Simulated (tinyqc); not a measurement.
# MOS structure on a p-type body, non-linear Poisson equation by Newton steps: effects of single changes

One dimension, insulator interface at x = 0, acceptor density Na, uniform, net doping C = -(acceptor density). psi is counted from the intrinsic level: n = ni exp((psi - Vb)/Vt), p = ni exp(-psi/Vt); deep in the body psi_b = -Vt ln(Na/ni). The gate acts through Cox = eps0 eox/tox and has the potential psi_G = Vg - (phiM - chi - Vt ln(Nc/ni)). Boltzmann statistics, full ionisation, classical densities, no oxide or interface charge. Acceptors in real wide-gap material are deep and only partly ionised in the neutral body.

Inputs (values chosen for the exercise); band and dielectric values close to those of 4H silicon carbide:
- T = 300 K (temperature)
- Eg = 3.28 eV (band gap)
- eps_r = 9.69 (relative permittivity)
- Nc = 1.71e19 cm^-3 (conduction-band density of states at T)
- Nv = 2.54e19 cm^-3 (valence-band density of states at T)
- chi = 3.55 eV (electron affinity)
- Na = 1.1e18 cm^-3 (acceptor density deep in the body)
- eox = 7.51 (relative permittivity of the gate insulator (close to silicon nitride))
- tox = 7.9 nm (insulator thickness)
- phiM = 3.72 eV (gate work function)
- Vb = 0 V (electron quasi-Fermi potential against the body)

Constants: q = 1.602176634e-19 C, kB = 1.380649e-23 J/K, Vt = kB T/q, eps0 = 8.8541878128e-14 F/cm where lengths are in cm. Results are converted to the units shown.

Each table varies one quantity; the others keep the values above.

## Charge and capacitance against gate voltage

ni = sqrt(Nc Nv) exp(-Eg/(2 Vt)), Eg in volts. The Poisson equation d/dx(eps0 eps_r dpsi/dx) = -q (p - n + C), with eps0 eps_r dpsi/dx = -Cox (psi_G - psi_0) at x = 0, is solved on a mesh of about 600 nodes or more. N_inv is the integral of n less its value deep in the body. C_LF = Cox (1 - dpsi_0/dVg) with all carriers following; C_HF is the same with the electron quasi-Fermi level shifting uniformly so that N_inv stays fixed. The centroid is that of the same excess.

Results:
```
Vg (V)  psi_0 - psi_b (V)  N_inv (cm^-2)  C_LF/Cox  C_HF/Cox  centroid (nm)
0.95                 2.88         1.54e6     0.162     0.162          0.241
1.07                 2.98         7.44e7     0.160     0.160          0.237
1.2                  3.09         4.87e9     0.182     0.157          0.232
1.32                 3.17        1.18e11     0.510     0.156          0.228
1.57                 3.23        1.07e12     0.881     0.155          0.218
1.7                  3.24        1.67e12     0.917     0.154          0.213
1.82                 3.25        2.25e12     0.935     0.154          0.208
1.95                 3.26        2.89e12     0.947     0.154          0.203
```

Estimate the missing row, Vg = 1.45 V.

Computed row:
```
Vg (V)  psi_0 - psi_b (V)  N_inv (cm^-2)  C_LF/Cox  C_HF/Cox  centroid (nm)
1.45                 3.21        5.50e11     0.801     0.155          0.223
```

With this row back in the table: N_inv goes from 1.54e6 to 2.89e12 cm^-2 and passes 2e11 cm^-2 at Vg = 1.35 V. Below threshold it takes 71.6 mV a decade between Vg = 1.07 and 1.2 V, against Vt ln 10 = 59.5 mV. C_LF/Cox is lowest, 0.160, at Vg = 1.07 V among the rows listed and ends at 0.947, while C_HF/Cox ends at 0.154. Between the last two rows q dN_inv/dVg is 0.934 Cox. Where the classical centroid is under about 2 nm, confinement would move the charge away from the interface and raise the threshold. Above about 2e12 cm^-2 degeneracy matters too.

## Effect of the electron quasi-Fermi potential against the body on threshold, swing and body effect

VT is the Vg at which N_inv = 2e11 cm^-2. m = 1/(dpsi_0/dVg) at N_inv = 1e8 cm^-2; the swing is the Vg between N_inv = 1e8 and 1e9 cm^-2; body coefficient [VT(Vb + 0.05 V) - VT(Vb)]/0.05 V - 1.

Effect of the electron quasi-Fermi potential against the body on threshold, swing and body effect:
```
Vb (V)  VT (V)  psi_0 - psi_b at VT (V)  m - 1  swing (mV/decade)  body coefficient
0         1.35                     3.18  0.191               71.3             0.188
0.3       1.71                     3.48  0.182               70.7             0.179
0.6       2.06                     3.78  0.174               70.2             0.172
0.9       2.41                     4.09  0.167               69.8             0.165
1.2       2.76                     4.39  0.161               69.4             0.159
1.5       3.11                     4.69  0.155               69.1             0.154
1.8       3.45                     4.99  0.150               68.8             0.149
```

Read the table: what changes, and by how much?

As Vb goes from 0 to 1.8, VT rises from 1.35 to 3.45 V, the swing falls from 71.3 to 68.8 mV/decade and the body coefficient falls from 0.188 to 0.149. The swing stays within 0.54 % of m Vt ln 10, and the body coefficient within 0.0027 of m - 1.

Numbers from tinyqc (`OMP_NUM_THREADS=1 python tinyqc.py 2080167 2080168 out.jsonl`; about 0.7 s on one thread of a shared Intel Xeon 2.30GHz).
